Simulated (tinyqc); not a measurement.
Photoionisation line shapes: hydrogenic impurity: series, fields, screening, photoionisation and donor-acceptor pairs. Computed by tinyqc, a small Python program. Command: `OMP_NUM_THREADS=1 python tinyqc.py 3024178 3024179 out.jsonl hydrogenic walk`. One thread of a shared host (Intel(R) Xeon(R) Processor @ 2.30GHz), about 0.01 s of CPU time with the checks.

One isotropic, parabolic band. Effective units: Ry* and a*, in which H = -nabla^2 - 2/r.

Inputs (values chosen for the exercise, modelled on GaN): electron mass m = 0.197 m_0; dielectric constant eps = 9.69; depth of a short-range centre E_i = 302 meV.

Parts treated: magnetic field and photoionisation.

Constants: Ry = 13.605693123 eV; a_0 = 0.529177210903 angstrom; h x 1 THz = 4.135667696 meV.

Method. Ry* = Ry m/eps^2, a* = a_0 eps/m; level n is bound by Ry*/n^2; <r> = (3/2) a* in 1s; lines 1s -> np at Ry* (1 - 1/n^2); 1 THz = 4.135667696 meV. With x = h nu/E above threshold, normalised to their maxima: hydrogenic 1s: x^-4 exp(4 - 4 atan(k)/k)/(1 - exp(-2 pi/k)), k = sqrt(x - 1), which is 1 at threshold; delta-function centre (Lucovsky): 8 (x - 1)^(3/2)/x^3, which is 1 at x = 2. Energies use E = Ry* and E = E_i; band-to-band absorption, which hides both above the gap, is left out.

Ry* = 28.5456 meV

Relative cross-sections:
```
x     h nu, hydrogenic (meV)  hydrogenic  h nu, short-range centre (meV)  Lucovsky
1.05                   29.97  8.7772e-01                           317.1    0.0773
1.20                   34.25  6.1222e-01                           362.4    0.4141
1.50                   42.82  3.3174e-01                           453.0    0.8381
2                      57.09  1.4774e-01                           604.0    1.0000
2.50                   71.36  7.7836e-02                           755.0    0.9406
3.50                   99.91  2.9036e-02                          1057.0    0.7376
5                     142.73  9.9730e-03                          1510.0    0.5120
8                     228.36  2.3612e-03                          2416.0    0.2894
```

What does the comparison show, and why?

The Coulomb tail makes the hydrogenic cross-section largest at threshold, 28.55 meV; the short-range (neutral) centre starts from zero and peaks at twice its depth, 604.0 meV.

Extremes, crossings and ranges named in words are read from the listed rows.
